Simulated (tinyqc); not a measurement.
Inputs raised by 2 %, one at a time: heavy doping: band filling, gap narrowing, band tails and the effective intrinsic density. Computed by tinyqc, a small Python program. Command: `OMP_NUM_THREADS=1 python tinyqc.py 3029403 3029404 out.jsonl gapnarrow sens`. One thread of a shared host (Intel(R) Xeon(R) Processor @ 2.30GHz), about 0.04 s of CPU time with the checks.

An n-type crystal above its Mott density, with all dopants ionised: n = N_D - N_A, ionised centres N_I = N_D + N_A. Valleys are taken as spherical with mass m_e.

Inputs (values chosen for the exercise, modelled on InAs):
```
quantity                      value   unit
gap E_g                       0.356     eV
electron mass m_e             0.027    m_0
valleys M_c                       1      -
hole mass m_h                  0.42    m_0
dielectric constant eps        14.9      -
donor density N_D           4.7e+17  cm^-3
compensation ratio N_A/N_D      0.1      -
temperature T                   300      K
```

Conduction band: parabolic.

Constants: a_0 = 0.529177210903 angstrom; Ry = 13.605693123 eV; k_B = 8.617333262e-05 eV/K; hbar^2/(2 m_0) = 3.80998212 eV angstrom^2; e = 1.602176634e-19 C; eps_0 = 8.8541878128e-12 F/m; e^2/(4 pi eps_0) = 14.39964548 eV angstrom.

Method:
- n = N_D (1 - ratio); Ry* = Ry m_e/eps^2, a* = a_0 eps/m_e; r_s = (3/(4 pi n))^(1/3)/a*; k_F = (3 pi^2 n/M_c)^(1/3); Mott density (0.26/a*)^3.
- n = M_c (1/(2 pi^2)) (m_e/(hbar^2/2m_0))^(3/2) int sqrt(E) f dE, f = 1/(1 + exp((E - E_F)/k_B T)); trapezoid rule in t = sqrt(E/k_B T), step 0.02 up to 12; E_F by bisection from the band edge.
- At T = 0, E_F = (hbar^2/2m_0) k_F^2/m_e; dn/dE_F uses f (1 - f)/k_B T in place of f.
- Screening: q^2 = (e/(eps eps_0)) dn/dE_F. Exchange lowers the conduction band by (1/pi) k_F e^2/(4 pi eps_0 eps) (T = 0 Hartree-Fock at k_F, taken as a rigid shift). Screening raises the valence band by (q/2) e^2/(4 pi eps_0 eps) (static Coulomb hole). The narrowing is the sum; electron correlation and carrier-ion shifts are left out. Root-mean-square potential of randomly placed ions: V_rms = (e^2/(4 pi eps_0 eps)) sqrt(2 pi N_I/q).
- Absorption edge of a direct gap, from the valence band at k_F (T = 0 value) to the Fermi level: E_g - narrowing + E_F + (hbar^2/2m_0) k_F^2/m_h, k_F = (3 pi^2 n)^(1/3); the shift is the edge less E_g. n p/n_i^2 = exp(narrowing/k_B T) x (n/N) exp(-E_F/k_B T), N being the limit of n exp(-E_F/k_B T) far below the edge (taken at E_F = -12 k_B T); apparent narrowing = k_B T ln(n p/n_i^2).

Runs; columns: (1) input moved; (2) from; (3) to; (4) screening length 1/q (angstrom); (5) V_rms (meV); (6) shift of the absorption edge (meV); (7) apparent narrowing (meV):
```
(1)                            (2)        (3)     (4)     (5)     (6)      (7)
base run                         -          -  105.73  17.910  60.756  -21.355
donor density N_D (cm^-3)  4.7e+17  4.794e+17  105.22  18.044  61.894  -21.916
electron mass m_e (m_0)      0.027    0.02754  104.95  17.844  59.028  -20.395
dielectric constant eps       14.9     15.198  106.79  17.646  61.030  -21.628
temperature T (K)              300        306  105.99  17.933  60.391  -21.083
hole mass m_h (m_0)           0.42     0.4284  105.73  17.910  60.660  -21.355
gap E_g (eV)                 0.356    0.36312  105.73  17.910  60.756  -21.355
```

Exponents ln(y'/y) / ln(x'/x):
```
input                    screening length 1/q   V_rms  shift of the absorption edge  apparent narrowing
donor density N_D                      -0.248   0.376                         0.937               1.310
electron mass m_e                      -0.375  -0.188                        -1.457              -2.321
dielectric constant eps                 0.500  -0.750                         0.227               0.643
temperature T                           0.125   0.062                        -0.304              -0.646
hole mass m_h                           0.000   0.000                        -0.080               0.000
gap E_g                                 0.000   0.000                         0.000               0.000
```

Among the inputs moved here: screening length 1/q answers most in size to dielectric constant eps (exponent +0.500), next to electron mass m_e (-0.375); its exponent is below 0.0005 for hole mass m_h, gap E_g. V_rms answers most in size to dielectric constant eps (exponent -0.750), next to donor density N_D (+0.376); its exponent is below 0.0005 for hole mass m_h, gap E_g. Shift of the absorption edge answers most in size to electron mass m_e (exponent -1.457), next to donor density N_D (+0.937); its exponent is below 0.0005 for gap E_g. Apparent narrowing answers most in size to electron mass m_e (exponent -2.321), next to donor density N_D (+1.310); its exponent is below 0.0005 for hole mass m_h, gap E_g.

Caution (all rows): the screening length is well below a*, where static Thomas-Fermi screening overstates the Coulomb hole. Caution (all rows): E_F exceeds a tenth of the gap, so the parabolic band overstates it, by tens of per cent once E_F nears E_g; higher valleys may fill as well.
